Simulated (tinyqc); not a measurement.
Electron-beam lithography: double-Gaussian proximity function, edge placement and dose correction for parallel lines: one step, computed by the program tinyqc. Command: `OMP_NUM_THREADS=1 python tinyqc.py 3111536 3111537 out.jsonl proximity walk`. One thread of a shared host (Intel(R) Xeon(R) Processor @ 2.30GHz), about 0.01 s of CPU time with the checks.

Lines are infinitely long. Absorbed energy is counted so that the middle of a very large area written at dose 1 receives 1; the resist develops where it exceeds 1/2.

Task: Shot noise and writing time. With dose = d_s D0: electrons per pixel N = dose x pixel area/e; relative noise 1/sqrt(N); time per cm^2 of pattern area = dose x density/current; pixel rate = current/(dose x pixel area).

Inputs (values chosen for the exercise, of the order of those for 30 keV electrons in resist on silicon): beam current = 0.98 nA; pixel size = 2 nm; pattern density around the test line = 0.21.

dose = 813.5449 microcoulomb/cm^2

Constants: e = 1.602176634e-19 C.

Give: electrons per pixel; shot noise; writing time per cm^2; pixel rate.

Result:

electrons per pixel = 203.11

shot noise = 7.0167 %

writing time per cm^2 = 48.425 h

pixel rate = 30.115 MHz
